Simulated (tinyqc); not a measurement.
# Length offset and series resistance from crossing lines

Question. R_total = Rs + k (L - dL)/Vo with constant Rs, dL and k. Find k, dL and Rs.

R_total at (L, Vo) = (45, 0.38), (135, 0.38), (45, 0.95) and (135, 0.95), L in nm and Vo in V (ohm um): 283  685.63158  191.2  352.25263

Solution. At each overdrive R is a straight line in L with slope k/Vo; the two lines cross at L = dL, R = Rs.

k = 1.700 ohm um V/nm
dL = 10.80 nm
Rs = 130.0 ohm um

Program tinyqc, `OMP_NUM_THREADS=1 python tinyqc.py 2282013 2282014 out.jsonl`; Intel Xeon 2.30GHz, shared host, one thread, about 0.05 s.
